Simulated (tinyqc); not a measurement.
# Inductance and parasitic capacitance from two readings

Question. A loss-free coil L in parallel with C shows the apparent inductance L/(1 - w^2 L C), w = 2 pi f. Find L, C and the self-resonance 1/(2 pi sqrt(L C)).

apparent inductance at 3.8 and 7.7 GHz (nH): 1.9668556  3.8381713

Answer. The inverse of the reading is 1/L - w^2 C, a straight line in w^2.

L = 1.700 nH
C = 140.0 fF
self-resonance = 10.32 GHz

Computed by the program tinyqc: `OMP_NUM_THREADS=1 python tinyqc.py 2302033 2302034 out.jsonl`, one thread of a shared Intel Xeon 2.30GHz, about 0.01 s for the whole run.
